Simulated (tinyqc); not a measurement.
Worked calculation: bound state in one dimension: Numerov shooting, finite differences, DVR. Computed by tinyqc, a small Python program that keeps every step. Settings: points = 96. Command: `OMP_NUM_THREADS=1 python tinyqc.py 21802 21803 out.jsonl` (the two numbers bound the seeds that draw the settings). One thread of a shared host (Intel(R) Xeon(R) Processor @ 2.60GHz), about 0.01 s of CPU time with the checks.

## Numerov steps at E = 0.1

One particle of mass 1 in V = 1.03^2 x^2/2 + 0.08 x^4 (atomic units), psi = 0 at both ends:
```
parameter                 value
left end              -4.500000
right end              4.500000
intervals                    96
h                      0.093750
state sought (nodes)          1
```

k_i = 2 m (E - V_i); (1 + h^2 k_(i+1)/12) y_(i+1) = 2 (1 - 5 h^2 k_i/12) y_i - (1 + h^2 k_(i-1)/12) y_(i-1), from y_0 = 0, y_1 = 0.001.

Points along the way:
```
i           x          V           k            y
0   -4.500000  43.546613  -86.893225     0.000000
1   -4.406250  40.454207  -80.708414     0.001000
2   -4.312500  37.534952  -74.869904     0.002741
3   -4.218750  34.781952  -69.363904     0.006369
4   -4.125000  32.188458  -64.176916     0.014042
5   -4.031250  29.747870  -59.295739     0.029940
32  -1.500000   1.598513   -2.997025  3563.889063
33  -1.406250   1.361838   -2.523677  4313.141947
34  -1.312500   1.151187   -2.102373  5157.884061
35  -1.218750   0.964406   -1.728813  6097.741995
36  -1.125000   0.799495   -1.398991  7130.058824
37  -1.031250   0.654600   -1.109199  8249.857180
```

## Bisection on the node count

With more sign changes than the state has nodes (the last point included) the energy is too high, else too low; the bracket starts as 0.1 to 12.

Trials:
```
trial           E  sign changes  y at the right end   next
1      6.05000000             4            1.30e+04  lower
2      3.07500000             2            1.98e+06  lower
3      1.58750000             1           -3.49e+08  raise
4      2.33125000             2            1.69e+08  lower
5      1.95937500             2            1.71e+08  lower
6      1.77343750             2            1.58e+07  lower
7      1.68046875             1           -1.35e+08  raise
8      1.72695313             1           -5.22e+07  raise
9      1.75019531             1           -1.64e+07  raise
10     1.76181641             2            1.29e+05  lower
11     1.75600586             1           -8.04e+06  raise
12     1.75891113             1           -3.93e+06  raise
13     1.76036377             1           -1.89e+06  raise
14     1.76109009             1           -8.82e+05  raise
...           ...           ...                 ...    ...
29     1.76172387             2            1.62e+01  lower
30     1.76172385             2            7.58e-01  lower
31     1.76172385             1           -6.94e+00  raise
```

eigenvalue = 1.76172385 hartree

## The same grid by other methods

Three-point finite differences and the sine-DVR kinetic matrix of Colbert and Miller on the same points.

Lowest levels (hartree):
```
state  finite differences       DVR
0                0.561485  0.561870
1                1.759500  1.761728
2                3.088729  3.095327
3                4.520167  4.534360
```
